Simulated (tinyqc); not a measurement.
Phase shift across the band: Koster-Slater impurity in a tight-binding band, by Green functions and by supercells. Computed by tinyqc, a small Python program. Command: `OMP_NUM_THREADS=1 python tinyqc.py 3004123 3004124 out.jsonl kosterslater walk`. One thread of a shared host (Intel(R) Xeon(R) Processor @ 2.30GHz), about 0.03 s of CPU time with the checks.

One orbital per site, e(k) = -2 t sum cos(k_i) over 1 direction(s), band from -2 t to 2 t, lattice constant 1. One site has the extra energy U. Spin is left out.

Inputs (values chosen for the exercise, for a model band): hopping t = 0.84 eV; impurity potential U = -0.958 eV; broadening eta = 0.084 eV.

Lattice: chain.

Method:
- Outside the band G0(E) = sign(E)/sqrt(E^2 - 4 t^2).
- A bound state solves 1/U = G0(E).
- Bisection in ln(distance from the edge) between 1e-5 t and |U| + t. Weight on the impurity site: -1/(U^2 dG0/dE), by a central difference with step min(1e-4 t, distance/30). Decay length along an axis: 1/arccosh(1 + distance/(2 t)).
- Inside the band G0(z), z = E + i eta, comes from the chain form 1/(sqrt(y - 2t) sqrt(y + 2t)) (principal roots) at y = z.
- delta/pi = -arg(1 - U G0)/pi counts the states added below E (Friedel); host DOS = -Im G0/pi, DOS on the impurity = -Im[G0/(1 - U G0)]/pi; 13 evenly spaced energies from -(band edge + |U| + 2t) to +(band edge + |U| + 2t).

distance from the band edge = 0.253950 eV

level E_b = -1.93395 eV

Across the spectrum:
```
E (eV)   Re G0 (1/eV)  host DOS (1/eV)  DOS on the impurity (1/eV)  delta/pi
-4.3180      -0.25125          0.00183                     0.00318   0.00231
-3.5983      -0.31395          0.00298                     0.00610   0.00409
-2.8787      -0.42681          0.00601                     0.01718   0.00973
-2.1590      -0.72829          0.02273                     0.23662   0.07084
-1.4393      -0.17248          0.35266                     0.19341   0.28786
-0.7197      -0.01717          0.20915                     0.15338   0.18122
0.0000        0.00000          0.18923                     0.14289   0.16479
0.7197        0.01717          0.20915                     0.14632   0.17649
1.4393        0.17248          0.35266                     0.14195   0.23516
2.1590        0.72829          0.02273                     0.00787   0.01282
2.8787        0.42681          0.00601                     0.00303   0.00409
3.5983        0.31395          0.00298                     0.00176   0.00220
4.3180        0.25125          0.00183                     0.00119   0.00142
```

What follows from these numbers?

delta/pi starts and ends near zero (+0.002 and +0.001): the impurity moves states but creates none. delta/pi rises at the bound state below the band (-1.934 eV), reaches 0.29 among these rows (1 in the limit of small eta, just above the level) and is paid back by the top of the band (on a chain half a state is lost at each edge, and in between delta = atan(|U|/sqrt(4 t^2 - E^2))).

Extremes, crossings and ranges named in words are read from the listed rows.
